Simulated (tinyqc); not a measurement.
# Formation energy of a charged point defect from supercell energies, step by step

A worked calculation. Computed by tinyqc, a small Python program that keeps every step. Command: `OMP_NUM_THREADS=1 python tinyqc.py 3019202 3019203 out.jsonl formation walk`. One thread of a shared host (Intel(R) Xeon(R) Processor @ 2.30GHz), about 0.01 s of CPU time with the checks. Intermediate numbers are printed to about 5 digits and carried at full precision; extremes and crossings named in words are read from the listed rows.

The host is a compound AB. Making the defect adds n_A = 1, n_B = -1 atoms to the cell. All total energies are inputs. E_F is counted from the valence-band maximum (VBM); x = 0 is A-rich and x = 1 B-rich growth.

Inputs (values chosen for the exercise, for a model compound AB):

| quantity | value | unit |
|---|---|---|
| gap E_g | 3.88 | eV |
| E_VBM of the host cell | 4.073 | eV |
| potential alignment dV | 0.12 | eV |
| dielectric constant eps | 7.71 | - |
| cell length L | 11.2 | angstrom |
| mu_A of the pure element | -4.816 | eV |
| mu_B of the pure element | -6.248 | eV |
| formation enthalpy dH of AB | -1.66 | eV |
| growth condition x | 0.88 | - |
| Fermi level E_F | 2.56 | eV |
| temperature T | 600 | K |
| site density N_s | 4.8e+22 | cm^-3 |

Defect: A on a B site. Supercell lattice: fcc.

charge states q: 2  1  0

E(defect, q) - E(host), in the order of q (eV): -9.218  -1.092  3.995

Constants: e^2/(4 pi eps_0) = 14.39964548 eV angstrom; k_B = 8.617333262e-05 eV/K.

## Chemical potentials

dmu_A = x dH and dmu_B = (1 - x) dH, so that dmu_A + dmu_B = dH; mu = mu(element) + dmu. The reservoir term is sum n_i mu_i.

dmu_A = -1.4608 eV

dmu_B = -0.1992 eV

sum n_i mu_i = 0.1704 eV

## Image-charge corrections

Image-charge correction of a point charge in a neutralising background: E_corr = q^2 alpha e^2/(4 pi eps_0) / (2 eps L), alpha = 2.888282 for a fcc array with L the cube root of the volume.

E_corr (eV): (q=+2) 0.96327, (q=+1) 0.24082, (q=0) 0.00000

## Formation energies at E_F = 0

E_f(q, E_F) = [E(defect, q) - E(host)] - sum n_i mu_i + q (E_VBM + dV + E_F) + E_corr(q).

E_f(q, 0) (eV): (q=+2) -0.0391, (q=+1) 3.1714, (q=0) 3.8246

Caution: E_f at E_F = 0 is negative for at least one charge state, so in equilibrium E_F cannot reach the valence-band maximum.

## Transition levels and the lower envelope

eps(q/q') = [E_f(q', 0) - E_f(q, 0)]/(q - q'). U of state q is eps(q/q-1) - eps(q+1/q). The stable state at each E_F is the lowest line E_f(q, 0) + q E_F.

One-electron levels above the VBM (eV):

| level | energy | U of the state between this level and the next |
|---|---|---|
| (+2/+1) | 3.2105 | -2.5574 |
| (+1/0) | 0.6532 | - |

Stable states:

| q | from E_F (eV) | to E_F (eV) |
|---|---|---|
| +2 | 0.0000 | 1.9319 |
| 0 | 1.9319 | 3.8800 |

Stable in the gap, from the VBM up: +2, 0. State +1 is never the lowest: its U is negative, so two such centres gain by exchanging an electron.

## The first and the last level

eps(q/q-1) = E_f(q - 1, 0) - E_f(q, 0).

level (+2/+1) = 3.2105 eV

level (+1/0) = 0.65318 eV

Caution: the one-electron levels are out of order (negative U): at least one middle charge state is skipped, and the transition past it moves two or more electrons at once.

## Concentrations at the given E_F and T

E_f(q, E_F) = E_f(q, 0) + q E_F. c_q = N_s exp(-E_f(q, E_F)/k_B T), with all degeneracy factors one and no vibrational entropy.

Charge states:

| q | E_f (eV) | c_q (cm^-3) | share |
|---|---|---|---|
| +2 | 5.0809 | 1.0088e-20 | 2.8040e-11 |
| +1 | 5.7314 | 3.4630e-26 | 9.6257e-17 |
| 0 | 3.8246 | 3.5976e-10 | 1.0000e+00 |

lowest formation energy = 3.8246 eV

total concentration = 3.5976e-10 cm^-3

mean charge = 5.6080e-11 e

State 0 holds 100.0 % of the defects.

## Fermi level and growth conditions

Each entry is the lowest E_f over q.

Lowest formation energy (eV):

| E_F (eV) | stable q | A-rich, x = 0 | x = 0.5 | B-rich, x = 1 |
|---|---|---|---|---|
| 0.000 | +2 | -2.9607 | -1.3007 | 0.3593 |
| 0.485 | +2 | -1.9907 | -0.3307 | 1.3293 |
| 0.970 | +2 | -1.0207 | 0.6393 | 2.2993 |
| 1.455 | +2 | -0.0507 | 1.6093 | 3.2693 |
| 1.940 | 0 | 0.9030 | 2.5630 | 4.2230 |
| 2.425 | 0 | 0.9030 | 2.5630 | 4.2230 |
| 2.910 | 0 | 0.9030 | 2.5630 | 4.2230 |
| 3.395 | 0 | 0.9030 | 2.5630 | 4.2230 |
| 3.880 | 0 | 0.9030 | 2.5630 | 4.2230 |

Going from A-rich to B-rich growth shifts every line by +3.320 eV and moves no transition level. The slope of the envelope is the stable charge, so E_f is highest in the rows from E_F = 1.94 to 3.88 eV, where the neutral state is stable: the defect forms most easily in p-type material. Under A-rich growth E_f turns negative for part of the gap, so in equilibrium E_F cannot enter that part.

## What the corrections do to the levels

Levels eps(q/q-1) with the terms q dV and E_corr left out or kept.

Levels above the VBM (eV):

| level | raw | with alignment | with image charge | with both |
|---|---|---|---|---|
| (+2/+1) | 4.053 | 3.933 | 3.3305 | 3.2105 |
| (+1/0) | 1.014 | 0.894 | 0.7732 | 0.6532 |

Alignment moves every level by -dV = -0.120 eV. The image term moves eps(q/q-1) by (1 - 2q) E_corr(1): (+2/+1) by -0.722, (+1/0) by -0.241 eV, donor levels down and acceptor levels up. It adds 2 E_corr(1) = 0.482 eV to every U.

Checks made by the program: envelope against a direct minimum on a grid (relative difference below 1e-10).
